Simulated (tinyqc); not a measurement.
Interface roughness in a thin film (subband fluctuation and scattering), step by step. Values are carried at full precision from step to step, so a last printed digit may differ when a step is redone from the rounded ones.

Square well of width t, barriers V0, c = hbar^2/2m0: E1 solves k t + 2 atan[(k/mz)/(kappa/mb)] = pi, k = sqrt(mz E/c), kappa = sqrt(mb (V0 - E)/c). One interface is rough, so the subband edge fluctuates by G dt with G = |dE1/dt| (central difference of 0.01 angstrom; 2 E1/t for hard walls).

Constants: hbar^2/2m0 = 3.80998211 eV angstrom^2; e^2/(4 pi eps0) = 14.39964547 eV angstrom; hbar = 6.58211957e-16 eV s.

Parameters, chosen for this exercise (near those of a thin Si channel on (100), two-fold valleys; not measured data):
- t = 18 angstrom (film thickness)
- mz = 0.923 m0 (confinement mass)
- V0 = 3.11 eV (barrier)
- mb = 0.5 m0 (barrier mass)
- D = 3.4 angstrom (rms height of the roughness)
- md = 0.195 m0 (mass in the plane)
- gv = 2 (valleys)
- Lc = 28 angstrom (correlation length)
- Ns = 0.89 x 1e12/cm^2 (sheet density)
- eps = 8.1 (mean dielectric constant at the channel)
- Lg = 120 angstrom (gate length)
- Wg = 250 angstrom (gate width)

## Sensitivity of the level to thickness

Give E1, G, the hard-wall values and the rms fluctuation G D.

E1 = 104.82 meV
G = |dE1/dt| = 10.6136 meV/angstrom

hard walls: E1 (meV) and G (meV/angstrom): 125.741  13.971

G D = 36.09 meV

Hard walls overstate G by a factor 1.32, and the scattering rate, which goes as G^2, by 1.73.

## The angular integrand

Gaussian roughness spectrum S(q) = pi D^2 Lc^2 exp(-q^2 Lc^2/4). Degenerate gas, taken to fill one subband (the second starts to fill once c kF^2/md exceeds E2 - E1, which is not tested here): kF = sqrt(2 pi Ns/gv), q = 2 kF sin(theta/2), 1/tau = (md/(2 pi c hbar)) G^2 times the integral from 0 to pi of S(q)(1 - cos theta)/eps(q)^2 dtheta, eps(q) = 1 + qs/q with screening (qs = gv md q0/(c eps), q0 = e^2/(4 pi eps0), form factors left out, which overstates the screening; other scattering is left out too, so these values lie far above measured mobilities in all but the thinnest films) or 1 without; mobility = tau c2/md with c2 = e/m0 = 1.75882e15 cm^2/(V s^2); 1e12/cm^2 = 1e-4/angstrom^2.

kF, qs, and exp(-q^2 Lc^2/4)(1 - cos theta) without and with the factor 1/eps^2 at theta = 30, 60, ..., 180 degrees.

kF = 0.01672 1/angstrom
qs = 0.1820 1/angstrom

Integrand:
```
theta  q (1/angstrom)   bare  eps(q)  screened
30             0.0087  0.132   22.02  0.000272
60             0.0167  0.473   11.88   0.00335
90             0.0236  0.896    8.70    0.0119
120            0.0290   1.27    7.28    0.0240
150            0.0323   1.52    6.63    0.0346
180            0.0334   1.61    6.44    0.0387
```

kF Lc = 0.47: the roughness is short-ranged for these electrons, and back-scattering dominates.

## Scattering time and mobility

Integrate over theta.

Results:
```
case      integral  tau (fs)  mobility (cm^2/(V s))
bare         2.669     9.438                  85.12
screened   0.04890     515.2                   4647
```

Screening raises the mobility by a factor 54.6. With it kF l = 8.55, so by this rate the carriers are far from localisation. G D = 36.1 meV exceeds EF - E1 = 5.5 meV, though, so the gas breaks into puddles and this rate is not to be trusted.

## Threshold variation

Averaged over an area A = Lg Wg much larger than Lc^2, the thickness varies by D sqrt(pi Lc^2/A), so sigma(Vt) = G D Lc sqrt(pi/A)/e; the Pelgrom coefficient is sigma sqrt(A) (1 micrometre = 1e4 angstrom).

rms of the mean thickness = 0.974 angstrom
sigma(Vt) = 10.340 mV
coefficient = 0.179 mV micrometre

The electrostatic effect of the thickness is left out. Lc is not small against the gate, so the averaging formula overstates the variation.

## Checks

- G from the envelope at the wall, psi(t/2)^2 (E1 + c mz (kappa/mb)^2), against the difference quotient, meV/angstrom: both 10.614.
- Bare integral for Lc -> 0 against pi: both 3.1416.

(tinyqc, `OMP_NUM_THREADS=1 python tinyqc.py 1280006 1280007 out.jsonl`, Intel(R) Xeon(R) Processor @ 2.30GHz, 1 thread, shared host, about 0.01 s.)
